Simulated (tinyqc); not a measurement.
Six-band Luttinger-Kohn model with strain, step by step. Values are carried at full precision from step to step, so a last printed digit may differ when a step is redone from the rounded ones.

Constants: hbar^2/2m0 = 3.80998211 eV angstrom^2.

Inputs chosen for the exercise (near those of Ge; shifted at random, so the results belong to these values and not to a real crystal):
- C11 = 128.5 GPa
- C12 = 48.5 GPa
- C44 = 66.7 GPa
- load = uniaxial [111] (kind of stress)
- X = -2.48 GPa (stress)
- Dso = 0.29 eV (spin-orbit splitting)
- g1 = 13.39 (Luttinger gamma1)
- g2 = 4.23 (gamma2)
- g3 = 5.7 (gamma3)
- av = 1.23 eV (valence hydrostatic potential)
- b = -2.56 eV (tetragonal shear potential)
- d = -5.28 eV (trigonal shear potential)
- k = (-0.011, 0.005, 0) 1/angstrom (wave vector)
- kmax = 0.03 1/angstrom (end of the path)

## Strain from a uniaxial [111] stress

s11 = (C11 + C12)/((C11 - C12)(C11 + 2 C12)), s12 = -C12/((C11 - C12)(C11 + 2 C12)), s44 = 1/C44; exx = s11 sxx + s12 (syy + szz) and cyclic, exy = s44 sxy/2; tension is positive. A uniaxial stress X along the unit vector n is s_ij = X n_i n_j.

s11, s12, s44 (1/TPa): 9.8115  -2.6885  14.9925

strain tensor:
```
           x          y          z
x  -0.003666  -0.006197  -0.006197
y  -0.006197  -0.003666  -0.006197
z  -0.006197  -0.006197  -0.003666
```

The volume changes by -1.100 %; there is shear in the cubic axes, so d enters.

## The terms P, Q, R, S at one k

P = c g1 k^2 - av tr(e); Q = c g2 (kx^2 + ky^2 - 2 kz^2) - (b/2)(exx + eyy - 2 ezz); R = c sqrt3 [-g2 (kx^2 - ky^2) + 2i g3 kx ky] + (sqrt3/2) b (exx - eyy) - i d exy; S = 2 c sqrt3 g3 (kx - i ky) kz - d (exz - i eyz); c = hbar^2/2m0, e the strain tensor (not engineering shear).

Form the four terms.

Terms (eV):
```
term             from k        from strain
P               0.00745            0.01353
Q               0.00235            0.00000
R     -0.00268-0.00414i          -0.03272i
S               0.00000  -0.03272+0.03272i
```

## The Hamiltonian

Six-band Luttinger-Kohn model in the basis |3/2,3/2>, |3/2,1/2>, |3/2,-1/2>, |3/2,-3/2>, |1/2,1/2>, |1/2,-1/2>, electron energies, zero at the top of the unstrained valence band. H = -[rows: (P+Q, -S, R, 0, -S/r2, r2 R); (-S*, P-Q, 0, R, -r2 Q, r32 S); (R*, 0, P-Q, S, r32 S*, r2 Q); (0, R*, S*, P+Q, -r2 R*, -S*/r2); (-S*/r2, -r2 Q, r32 S, -r2 R, P+Dso, 0); (r2 R*, r32 S*, r2 Q, -S/r2, 0, P+Dso)], r2 = sqrt(2), r32 = sqrt(3/2). Levels are twofold.

Each term is the sum of its two parts.

H(k) (eV), lower triangle (Hermitian):
```
                  3/2,3/2         3/2,1/2        3/2,-1/2         3/2,-3/2  1/2,1/2  1/2,-1/2
3/2,3/2           -0.0233
3/2,1/2   -0.0327-0.0327i         -0.0186
3/2,-1/2   0.0027-0.0369i               0         -0.0186
3/2,-3/2                0  0.0027-0.0369i  0.0327+0.0327i          -0.0233
1/2,1/2   -0.0231-0.0231i          0.0033  0.0401-0.0401i  -0.0038-0.0521i  -0.3110
1/2,-1/2   0.0038-0.0521i  0.0401+0.0401i         -0.0033  -0.0231+0.0231i        0   -0.3110
```

## Levels and their make-up

Diagonalise H. The weights add +m and -m and are averaged over each pair; m is taken along z.

levels from the top, each twofold (eV): 0.0572  -0.0799  -0.3302

weights:
```
               top  second  third
|3/2,+-3/2>  0.465   0.507  0.028
|3/2,+-1/2>  0.486   0.492  0.021
|1/2,+-1/2>  0.049   0.001  0.950
```

The top pair is 49 % |3/2,+-1/2>, the second pair is 51 % |3/2,+-3/2> and the third pair is 95 % |1/2,+-1/2>.

## Band edges at k = 0
Diagonalise H at k = 0. The weights add +m and -m (m along z) and are averaged over each pair.

edges from the top (eV): 0.0608  -0.0702  -0.3212

weights at k = 0:
```
               top  second  third
|3/2,+-3/2>  0.477   0.500  0.023
|3/2,+-1/2>  0.477   0.500  0.023
|1/2,+-1/2>  0.046   0.000  0.954
```

The stress splits the top two pairs by 131.0 meV, 5.07 times kT at 300 K (25.85 meV); the third lies 381.9 meV below the top, against Dso = 290 meV without stress.

## Polarisation of the edge transitions

In the basis X, Y, Z times spin, H(k = 0) has -Dso/3 + l exx + m (eyy + ezz) on the diagonal (cyclic) and n exy off it, l = av + 2 b, m = av - b, n = sqrt(3) d. Spin-orbit term (Dso/3) L.sigma on X, Y, Z with (L_k)_ij = -i epsilon_kij: <X+|H|Y+> = -i Dso/3, <X+|H|Z-> = Dso/3, <Y+|H|Z-> = -i Dso/3, <Z+|H|X-> = -Dso/3, <Z+|H|Y-> = i Dso/3, <X-|H|Y-> = i Dso/3, and their conjugates; + and - are the spin along z. The strength of a transition to an s-like conduction level for light polarised along the unit vector u is the weight of the orbital ux X + uy Y + uz Z in the valence state, summed over spin and averaged over the pair.

strain block of X, Y, Z (eV), lower triangle:
```
          X         Y         Z
X  -0.01353
Y   0.05667  -0.01353
Z   0.05667   0.05667  -0.01353
```

Relative strengths:
```
polarisation    top  second  third
[100]         0.333   0.333  0.333
[010]         0.333   0.333  0.333
[001]         0.333   0.333  0.333
[110]         0.591   0.167  0.242
[1-10]        0.075   0.500  0.425
[111]         0.849   0.000  0.151
```

The top pair is strongest for light along [111] (0.849) and weakest along [1-10] (0.075); without strain every direction has 1/3 on average over the fourfold top. For each polarisation the three pairs add up to 1.

## Hole masses at the edges

Curvature at k = 0: m/m0 = -2 c h^2/(E(h u) + E(-h u) - 2 E(0)) with h = 0.0002 1/angstrom along the unit vector u.

Hole masses (m0):
```
direction    top  second  third
[110]      0.045   0.130  0.097
[1-10]     0.219   0.052  0.061
[100]      0.075   0.075  0.075
[001]      0.075   0.075  0.075
```

Of the directions listed, the top pair is lightest along [110] (0.045) and heaviest along [1-10] (0.219). These masses hold only for hole energies well below the splitting of 131 meV.

## Bands along [110] and [001]

Six points from 0 to kmax in each direction.

Levels (eV):
```
direction  |k| (1/angstrom)      top   second    third  top, no stress  second, no stress
[110]                 0.000   0.0608  -0.0702  -0.3212          0.0000             0.0000
[110]                 0.006   0.0578  -0.0713  -0.3226         -0.0004            -0.0033
[110]                 0.012   0.0489  -0.0746  -0.3270         -0.0014            -0.0130
[110]                 0.018   0.0351  -0.0805  -0.3348         -0.0032            -0.0286
[110]                 0.024   0.0176  -0.0896  -0.3468         -0.0057            -0.0490
[110]                 0.030  -0.0012  -0.1028  -0.3643         -0.0088            -0.0728
[001]                 0.000   0.0608  -0.0702  -0.3212          0.0000             0.0000
[001]                 0.006   0.0590  -0.0720  -0.3230         -0.0007            -0.0030
[001]                 0.012   0.0536  -0.0776  -0.3286         -0.0027            -0.0118
[001]                 0.018   0.0453  -0.0871  -0.3384         -0.0061            -0.0262
[001]                 0.024   0.0346  -0.1004  -0.3529         -0.0108            -0.0454
[001]                 0.030   0.0223  -0.1176  -0.3731         -0.0169            -0.0686
```

## Checks

- Levels against the same model in the basis X, Y, Z times spin: they agree to 1e-10 or better.

tinyqc: `OMP_NUM_THREADS=1 python tinyqc.py 1051125 1051126 out.jsonl`; about 0.08 s, one thread, shared Intel(R) Xeon(R) Processor @ 2.30GHz.
